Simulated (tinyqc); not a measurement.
Trap density from swing and capacitance.

Question. In an MOS structure at one bias the subthreshold swing is S = Vt ln 10 (1 + (Cd + q Dit)/Cox) and 1/C_HF = 1/Cox + 1/Cd, Cox = 3.9 eps0/EOT. Find Cd and Dit.

Parameters, values chosen for the exercise:

| symbol | value | unit | meaning |
|---|---|---|---|
| T | 300 | K | temperature |
| EOT | 24 | nm | equivalent oxide thickness |

Constants: q = 1.602176634e-19 C, kB = 1.380649e-23 J/K, Vt = kB T/q, eps0 = 8.8541878128e-14 F/cm where lengths are in cm. Results are converted to the units shown.

S = 110.99319 mV/decade
C_HF = 64.303048 nF/cm^2

Solution. C_HF gives Cd, and the swing gives Cd + q Dit.

Cd = 116 nF/cm^2
Dit = 5.08e10 cm^-2 eV^-1

Program tinyqc, `OMP_NUM_THREADS=1 python tinyqc.py 2030114 2030115 out.jsonl`; Intel Xeon 2.30GHz, shared host, one thread, about 0.01 s.
